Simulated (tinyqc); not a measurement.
From isotope exponent a back to Coulomb pseudopotential mu*: critical temperature from a phonon spectrum: McMillan, Allen-Dynes and the linearised Eliashberg equation. Computed by tinyqc, a small Python program. Command: `OMP_NUM_THREADS=1 python tinyqc.py 3000655 3000656 out.jsonl eliashberg inv`. One thread of a shared host (Intel(R) Xeon(R) Processor @ 2.30GHz), about 0.02 s of CPU time with the checks.

alpha^2 F(omega) = sum_i (lambda_i omega_i/2) delta(omega - omega_i), so that lambda = 2 int alpha^2 F/omega d omega = sum_i lambda_i.

Inputs (values chosen for the exercise, for a model metal): peak energy omega_1 = 6.39 meV; coupling lambda_1 = 0.626.

Peaks in alpha^2 F: one.

Method. omega_log = exp(sum lambda_i ln omega_i / lambda); omega_rms = sqrt(sum lambda_i omega_i^2 / lambda). T_c ~ M^(-a). All omega_i scale as M^(-1/2) at fixed lambda, but mu* = mu/(1 + mu ln(E_F/omega)) changes: d mu*/d ln omega = mu*^2. In the McMillan form a = (1/2) [1 - 1.04 (1 + lambda)(1 + 0.62 lambda) mu*^2/(lambda - mu* (1 + 0.62 lambda))^2].

Problem. A run gave the result below. Find the Coulomb pseudopotential mu*, known to lie between 0.07 and 0.17.

isotope exponent a = 0.423326

Solution.

Each step takes the trial c = (a f_b - b f_a)/(f_b - f_a), f being the result less the target and a, b, c the logarithms of the listed values; c replaces end b, the old b replaces a if the sign of f changed, and otherwise f_a is halved.

Scan of the range:
```
Coulomb pseudopotential mu*  isotope exponent a
0.0700                                 0.479436
0.0812                                 0.470627
0.0941                                 0.457650
0.1090                                 0.438117
0.1260                                 0.408430
0.1470                                 0.357547
0.1700                                 0.277015
```

False position (Illinois rule, in the logarithm of the input) inside the bracket:
```
step     end a     end b     trial  isotope exponent a
1     0.109000  0.126000  0.117162            0.424963
2     0.126000  0.117162  0.118009            0.423487
3     0.126000  0.118009  0.118172            0.423199
4     0.118009  0.118172  0.118100            0.423326
5     0.118172  0.118100  0.118100            0.423326
```

Isotope exponent a falls at every point of a 13-point scan of the range (every second point is shown), so one value fits; it is bracketed by 0.109 and 0.126. Answer: Coulomb pseudopotential mu* = 0.1181.
